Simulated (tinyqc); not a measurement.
Inside a calculation: Fermi-Dirac statistics of conduction electrons. Values are carried at full precision from step to step, so a last printed digit may differ when a step is redone from the rounded ones.

Constants: hbar^2/2m0 = 3.80998211 eV angstrom^2; kB = 8.617333262e-05 eV/K; e^2/(4 pi eps0) = 14.39964547 eV angstrom.

Inputs chosen for the exercise (near those of InSb, lowest valleys alone; shifted at random, so the results belong to these values and not to a real crystal):
```
symbol  value    unit    meaning
m       0.0136   m0      density-of-states mass of the conduction band
T       77       K
n       5.7e+14  1/cm^3  electron density
eps     16.7             static dielectric constant
alpha   4.29     1/eV    non-parabolicity
```

## Reduced density

N = 2 (m kB T/(4 pi c))^(3/2) with c = hbar^2/2m0, in 1/angstrom^3; times 1e24 for 1/cm^3; u = n/Nc.

kT = 0.006635 eV
Nc = 5.1753e+15 1/cm^3
u = n/Nc = 0.110139

## Reduced Fermi level by five rules

F_j(eta) = (1/Gamma(j + 1)) integral_0^infinity x^j dx/(1 + exp(x - eta)), which tends to exp(eta) for eta << 0.

With u = n/Nc: Boltzmann eta = ln u; Joyce-Dixon eta = ln u + u/sqrt(8) - 4.95009e-3 u^2 + 1.48386e-4 u^3 - 4.42563e-6 u^4; Nilsson eta = ln u/(1 - u^2) + v/(1 + (0.24 + 1.08 v)^-2) with v = (3 sqrt(pi) u/4)^(2/3); fully degenerate limit eta = v; exact: F_1/2(eta) = u.

Find eta = (EF - Ec)/kT by each rule.

eta: Boltzmann -2.206, Joyce-Dixon -2.167, Nilsson -2.170, degenerate 0.278, exact -2.167

Against the exact value the errors are Boltzmann -0.039, Joyce-Dixon 0.000, Nilsson -0.003, degenerate limit +2.445 (in kT).

## Exact eta by Newton steps

Solve ln F_1/2(eta) = ln u from the Boltzmann value; dF_1/2/d eta = F_-1/2, so the step is -ln(F_1/2/u) F_1/2/F_-1/2. Stop below 1e-9.

Newton steps:
```
step        eta     F_1/2    F_-1/2  step taken
1     -2.206014  0.106090  0.102266      0.0389
2     -2.167160  0.110136  0.106020    2.65e-05
3     -2.167134  0.110139  0.106023    1.26e-11
```

Converged in 3 steps.

## Mean energy, Einstein relation and screening

eta = -2.16713

Mean kinetic energy <E> = (3/2) kT F_3/2/F_1/2; D/mu = (kT/e) F_1/2/F_-1/2; dn/dEF = (Nc/kT) F_-1/2; screening length L = (4 pi (e^2/(4 pi eps0)) (dn/dEF)/eps)^(-1/2), with dn/dEF in 1/(angstrom^3 eV) (1/cm^3 = 1e-24/angstrom^3).

F_-1/2, F_1/2, F_3/2: 0.1060  0.1101  0.1123

<E> = 10.15 meV
D/mu = 6.89 mV
dn/dEF = 8.269e+16 1/(cm^3 eV)
L = 1056 angstrom

The gas is nearly non-degenerate. D/mu is 1.039 times kT/e and <E> is 1.019 times (3/2) kT; the Debye formula, with n/kT in place of dn/dEF, would give L = 1037 angstrom.

## Fermi level in the non-parabolic band

Non-parabolic band E (1 + alpha E) = c k^2/m: n = Nc (2/sqrt(pi)) integral_0^infinity sqrt(x (1 + a x)) (1 + 2 a x) dx/(1 + exp(x - eta)) with a = alpha kT and eta = (EF - Ec)/kT; a = 0 gives n = Nc F_1/2(eta).

Solve for eta at the same n.

a = 0.02847
eta = -2.277
EF - Ec = -15.11 meV

The extra states lower EF by 0.73 meV against the parabolic band.

## Checks

- Non-parabolic integral at a = 0 against F_1/2(2): both 2.823721.
- F_1/2(40) against the Sommerfeld form (4/(3 sqrt(pi))) eta^(3/2) (1 + pi^2/(8 eta^2)): both 190.45.

Run: tinyqc, `OMP_NUM_THREADS=1 python tinyqc.py 1681931 1681932 out.jsonl`; Intel(R) Xeon(R) Processor @ 2.30GHz, one thread, shared host; about 0.01 s of CPU time with all checks.
